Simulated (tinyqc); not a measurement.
# Trap density from two Hall measurements

Problem. p-type body, charge-sheet picture, full ionisation (an idealisation for deep acceptors), Boltzmann statistics for free electrons. e = Ec - EF at the surface. psi = Eg - Vt ln(Nv/Na) - e; N_dep = sqrt(2 eps0 eps_r Na (psi - Vt)/q); n_f = sqrt(N_dep^2 + 2 eps0 eps_r Vt Nc exp(-e/Vt)/q) - N_dep; Vg = Vfb + psi + q (N_dep + n_t + n_f)/Cox, Cox = eps0 eox/tox. Find e and n_t at both points and the mean trap density between them.

Parameters, values chosen for the exercise; band and dielectric values close to those of silicon:
```
symbol    value   unit                                   meaning
T           300      K                               temperature
Eg         1.13     eV                                  band gap
eps_r      11.6                            relative permittivity
Nc      2.76e19  cm^-3    conduction-band density of states at T
Nv       2.6e19  cm^-3       valence-band density of states at T
eox         3.9           relative permittivity of the insulator
tox          46     nm                       insulator thickness
Na       8.5e16  cm^-3                          acceptor density
Vfb       -0.87      V  flat-band voltage without trapped charge
```

Constants: q = 1.602176634e-19 C, kB = 1.380649e-23 J/K, Vt = kB T/q, eps0 = 8.8541878128e-14 F/cm where lengths are in cm. Results are converted to the units shown.

Vg (V): [2.7133943, 4.7527727]
free sheet density from the Hall effect (cm^-2): [2.0367972e9, 8.4555881e10]

Answer. Each n_f fixes e; what the gate voltage holds beyond psi, N_dep and n_f is trapped; the difference quotient is the density, smeared over a few Vt.

e (eV): [0.202, 0.103]
n_t (cm^-2): [4.05e11, 1.17e12]
mean trap density = 7.77e12 cm^-2 eV^-1

Program tinyqc, `OMP_NUM_THREADS=1 python tinyqc.py 2222169 2222170 out.jsonl`; Intel Xeon 2.30GHz, shared host, one thread, about 0.02 s.
